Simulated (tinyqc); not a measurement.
Worked calculation (part 2 of 2): CIS and TDHF on RHF in the sto-6g basis, frozen core, for BeH2, spin multiplicity 1. Computed by tinyqc, a small Python program that keeps every step (integrals from PySCF). Command: `OMP_NUM_THREADS=1 python tinyqc.py 20270 20271 out.jsonl` (the two numbers bound the seeds that draw the settings). One thread of a shared host (Intel(R) Xeon(R) Processor @ 2.60GHz), about 0.1 s of CPU time with the checks.

Geometry (angstrom):
```
atom         x          y         z
Be    0.000000   0.000000  0.000000
H     0.000000   1.478000  0.146000
H     0.000000  -1.478000  0.146000
```

## TDHF (RPA) triplet states

CIS matrix A, triplet (hartree), lower triangle:
```
           2>4       2>5        2>6        2>7       3>4       3>5       3>6       3>7
2>4   0.281862
2>5   0.000000  0.284937
2>6  -0.002451  0.000000   0.445818
2>7   0.000000  0.000000   0.000000   0.785160
3>4   0.000000  0.000000   0.000000   0.027142  0.255247
3>5   0.000000  0.000000   0.000000   0.000000  0.000000  0.259881
3>6   0.000000  0.000000   0.000000  -0.138297  0.003823  0.000000  0.396309
3>7   0.027142  0.000000  -0.138297   0.000000  0.000000  0.000000  0.000000  0.727451
```

Two-electron integrals over orbitals (pq|rs), unique and non-zero (hartree); the lowest 1 orbital is frozen and left out:
```
(22|22) 0.383018    (32|32) 0.161549    (33|22) 0.395268    (33|33) 0.418125
(42|22) 0.009252    (42|33) 0.010322    (42|42) 0.047637    (43|32) 0.013459
(43|43) 0.014908    (44|22) 0.355979    (44|33) 0.341965    (44|42) -0.026988
(44|44) 0.453324    (52|52) 0.047326    (53|53) 0.013142    (54|52) -0.009202
(54|54) 0.025700    (55|22) 0.357933    (55|33) 0.342360    (55|42) -0.009736
(55|44) 0.400494    (55|55) 0.450117    (62|22) -0.016808   (62|33) -0.041297
(62|42) -0.004363   (62|44) 0.057185    (62|55) 0.062646    (62|62) 0.081409
(63|32) -0.091381   (63|43) -0.011150   (63|63) 0.083212    (64|22) 0.002451
(64|33) -0.003823   (64|42) 0.039742    (64|44) -0.003635   (64|55) 0.007067
(64|62) 0.021445    (64|64) 0.045037    (65|52) 0.046004    (65|54) -0.006083
(65|65) 0.049349    (66|22) 0.386347    (66|33) 0.395229    (66|42) 0.024473
(66|44) 0.354254    (66|55) 0.361136    (66|62) -0.021704   (66|64) 0.015383
(66|66) 0.409139    (72|32) -0.042034   (72|43) -0.011666   (72|63) 0.061557
(72|72) 0.057717    (73|22) -0.002642   (73|33) -0.018977   (73|42) -0.016363
(73|44) 0.066128    (73|55) 0.066738    (73|62) 0.075678    (73|64) 0.009820
(73|66) -0.020400   (73|73) 0.086209    (74|32) -0.027142   (74|43) 0.011209
(74|63) 0.016329    (74|72) 0.004688    (74|74) 0.021740    (75|53) 0.013415
(75|75) 0.016797    (76|32) 0.138297    (76|43) 0.014670    (76|63) -0.088942
(76|72) -0.050077   (76|74) -0.022952   (76|76) 0.132497    (77|22) 0.409110
(77|33) 0.426191    (77|42) 0.001976    (77|44) 0.383140    (77|55) 0.381756
(77|62) -0.023519   (77|64) -0.005999   (77|66) 0.418284    (77|73) -0.000610
(77|77) 0.464238
```

B(ia,jb) = - (ib|ja); the squared energies are the eigenvalues of (A - B)(A + B); 1 hartree = 27.211386 eV.

TDHF matrix B, triplet (hartree), lower triangle:
```
           2>4        2>5        2>6        2>7        3>4        3>5        3>6        3>7
2>4  -0.047637
2>5   0.000000  -0.047326
2>6   0.004363   0.000000  -0.081409
2>7   0.000000   0.000000   0.000000  -0.057717
3>4   0.000000   0.000000   0.000000   0.016363  -0.014908
3>5   0.000000   0.000000   0.000000   0.000000   0.000000  -0.013142
3>6   0.000000   0.000000   0.000000  -0.075678   0.011150   0.000000  -0.083212
3>7   0.011666   0.000000  -0.061557   0.000000   0.000000   0.000000   0.000000  -0.086209
```

squared energies w^2 (hartree^2): 0.062043  0.067365  0.075344  0.078949  0.108528  0.135216  0.612345  0.685155

TDHF energies from the positive w^2 (eV): 6.777934  7.062676  7.469199  7.645825  8.964418  10.006111  21.293579  22.523978
